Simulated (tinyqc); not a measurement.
Inside a calculation. Model: double-gate transistor, scale length and short-channel effects.

tinyqc, about 0.01 s, one thread, Intel Xeon 2.30GHz (shared host): `OMP_NUM_THREADS=1 python tinyqc.py 2420044 2420045 out.jsonl` Printed values are rounded.

A body of thickness ts between two insulators of thickness ti and two tied gates. Below threshold the potential that source and drain add obeys Laplace's equation and vanishes on the gate. Its lowest mode decays along the channel as exp(-k y); k is the smallest positive root of the matching condition at the interface, and the scale length is Lambda = pi/k.

Parameters, values chosen for the exercise; permittivities: semiconductor made up, insulator close to that of hafnium oxide:

| symbol | value | unit | meaning |
|---|---|---|---|
| T | 400 | K | temperature |
| eps_r | 11.6 |  | relative permittivity of the semiconductor |
| ei | 21.4 |  | relative permittivity of the insulator |
| ti | 9.6 | nm | insulator thickness |
| ts | 13.6 | nm | body thickness |
| L | 58 | nm | channel length |
| Vbi | 0.9 | V | potential of the source |
| sT | 0.47 | V | potential of the barrier top at threshold |
| VTL | 0.26 | V | long-channel threshold |
| m | 1 |  | long-channel body factor |
| Vds | 0.7 | V | drain voltage |

Constants: q = 1.602176634e-19 C, kB = 1.380649e-23 J/K, Vt = kB T/q. Results are converted to the units shown.

## Scan of the matching condition

k, point 0 to 7 (1/nm): 0.02125  0.0425  0.06375  0.085  0.10625  0.1275  0.14875  0.17

f(k) = ei cos(k ti) cos(k ts/2) - eps_r sin(k ti) sin(k ts/2).

f(k), point 0 to 7: 20.39945  17.51707  13.09639  7.66384  1.86554  -3.61039  -8.11652  -11.12393

The first change of sign lies between k = 0.10625 and 0.1275 1/nm.

## Iteration 1: decay constant by Newton steps

k at the start = 0.1275 1/nm

f(k) = ei cos(k ti) cos(k ts/2) - eps_r sin(k ti) sin(k ts/2); f' by a central difference with +/- 1e-5 1/nm; k(new) = k - f/f'.

f = -3.610386
f' = -239.5991 nm
k after iteration 1 = 0.1124316 1/nm

## Iteration 2: decay constant by Newton steps

As before.

f = 0.2091477
f' = -264.8210 nm
k after iteration 2 = 0.1132213 1/nm

## Course of the iteration: decay constant by Newton steps

Stop when k changes by less than 1e-10 1/nm, or after 30 iterations.

Course of the iteration:
```
iteration   k (1/nm)  |change| (1/nm)
1          0.1124316           0.0151
2          0.1132213          7.90e-4
3          0.1132227          1.39e-6
4          0.1132227         4.46e-12
```

Converged in 4 iterations. At the end the number of correct digits about doubles with each step.

## Scale length against simple estimates

k = 0.1132227 1/nm

Lambda = pi/k and l = 1/k. A parabolic potential across the structure gives l(parabolic) = sqrt((eps_r/(2 ei)) ts ti (1 + ei ts/(4 eps_r ti))).

Lambda = 27.74702 nm
l = 8.832150 nm
l(parabolic) = 7.648884 nm

The parabolic estimate is 13 % below l.

## Threshold shift, barrier position and swing

Along the channel psi(y) = s + a exp(y/l) + b exp(-y/l) with psi(0) = Vbi, psi(L) = Vbi + Vds and l = 1/k = Lambda/pi; with A = Vbi - s, B = A + Vds, x = exp(-L/l): a = (B - A x) x/(1 - x^2), b = (A - B x)/(1 - x^2). The minimum is s + 2 sqrt(a b), at y = (l/2) ln(b/a). The long-channel potential follows the gate as s = sT + (Vg - VTL)/m, and the threshold VT is the gate voltage at which the minimum equals sT. Swing = m Vt ln 10/g at threshold, g = d(minimum)/ds = 1 - (b x + a)/((1 + x) sqrt(a b)).

s at threshold = 0.4131019 V
a = 0.001667967 V
b = 0.4852301 V
position of the minimum = 25.05247 nm
VT = 0.2031019 V
swing = 86.50498 mV/decade

The threshold lies 56.9 mV below the long-channel value, and the barrier top sits at 0.43 L from the source.
